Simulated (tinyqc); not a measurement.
Inputs raised by 5 %, one at a time: longitudinal sound in a periodic multilayer: transfer matrices, stop bands and folded phonons. Computed by tinyqc, a small Python program. Command: `OMP_NUM_THREADS=1 python tinyqc.py 3005726 3005727 out.jsonl multilayer sens`. One thread of a shared host (Intel(R) Xeon(R) Processor @ 2.30GHz), about 0.01 s of CPU time with the checks.

Layers 1 and 2 repeat with period d = d_1 + d_2; waves travel normal to the layers, without loss. State vector (u, s): displacement u and stress divided by omega. Impedances Z = rho v are in 1e6 kg/(m^2 s).

Inputs (values chosen for the exercise, modelled on silica (layer 1), titanium nitride (layer 2) and silicon (substrate)):
```
quantity            value    unit
density rho_1         2.2  g/cm^3
velocity v_1         5970     m/s
thickness d_1        11.1      nm
density rho_2        5.42  g/cm^3
velocity v_2        10300     m/s
thickness d_2        19.2      nm
substrate density    2.37  g/cm^3
substrate velocity   8560     m/s
periods N              12       -
```

Method:
- Z = rho v; interface reflection r = (Z_2 - Z_1)/(Z_2 + Z_1) (stress amplitude, from 1 into 2); Bragg frequency f_B = 1/[2 (d_1/v_1 + d_2/v_2)]; long-wave velocity v_eff = d/sqrt[(d_1/v_1)^2 + (d_2/v_2)^2 + (Z_1/Z_2 + Z_2/Z_1)(d_1/v_1)(d_2/v_2)].
- A layer maps (u, s) by [[cos p, sin p/Z], [-Z sin p, cos p]], p = 2 pi f d_i/v_i; one period is M = M_2 M_1, and cos(q d) = trace(M)/2.
- For N periods A = M^N. A wave comes from a thick layer of material 1 and leaves into the substrate (Z_s): transmitted power T = 4 Z_1 Z_s/|Z_1 A_22 + Z_s A_11 - i (Z_1 Z_s A_12 - A_21)|^2, reflected power R = 1 - T.
- Gap m contains m f_B; its edges, where trace(M)/2 = (-1)^m, are found by root search. Weak-contrast estimate of the width: (4 f_B/pi) |r sin(m pi a)|, a = (d_1/v_1)/(d_1/v_1 + d_2/v_2).

Runs:
```
input moved                  from      to  Bragg frequency f_B (GHz)  width/f_B (%)  transmitted power at f_B  long-wave velocity v_eff (m/s)
base run                        -       -                     134.29         84.998                5.1093e-15                          6390.8
density rho_1 (g/cm^3)        2.2    2.31                     134.29         82.540                1.5693e-14                          6486.9
velocity v_1 (m/s)           5970  6268.5                     137.56         82.449                1.6056e-14                          6645.7
thickness d_1 (nm)           11.1  11.655                     131.02         84.920                5.2070e-15                          6350.0
density rho_2 (g/cm^3)       5.42   5.691                     134.29         87.419                1.5842e-15                          6293.9
velocity v_2 (m/s)          10300   10815                     137.57         87.337                1.6153e-15                          6448.3
thickness d_2 (nm)           19.2   20.16                     131.01         84.902                5.2303e-15                          6433.1
substrate density (g/cm^3)   2.37  2.4885                     134.29         84.998                5.3648e-15                          6390.8
```

Exponents ln(y'/y) / ln(x'/x):
```
input              Bragg frequency f_B  width/f_B  transmitted power at f_B  long-wave velocity v_eff
density rho_1                    0.000     -0.601                    23.000                     0.306
velocity v_1                     0.493     -0.624                    23.468                     0.801
thickness d_1                   -0.505     -0.019                     0.388                    -0.131
density rho_2                    0.000      0.576                   -24.000                    -0.313
velocity v_2                     0.495      0.556                   -23.603                     0.183
thickness d_2                   -0.507     -0.023                     0.480                     0.135
substrate density                0.000      0.000                     1.000                     0.000
```

Among the inputs moved here: Bragg frequency f_B answers most in size to thickness d_2 (exponent -0.507), and about equally to thickness d_1 (-0.505); its exponent is below 0.0005 for density rho_1, density rho_2, substrate density. Its exponent 0.000 in density rho_1: f_B depends on transit times alone. Its exponent 0.000 in density rho_2: f_B depends on transit times alone. width/f_B answers most in size to velocity v_1 (exponent -0.624), next to density rho_1 (-0.601); its exponent is below 0.0005 for substrate density. Its exponent 0.000 in substrate density: the bands belong to the infinite stack. Transmitted power at f_B answers most in size to density rho_2 (exponent -24.000), and about equally to velocity v_2 (-23.603). Long-wave velocity v_eff answers most in size to velocity v_1 (exponent +0.801), next to density rho_2 (-0.313); its exponent is below 0.0005 for substrate density.

Caution (all rows): so small a transmitted power at f_B holds only for perfect layers and strictly normal incidence.
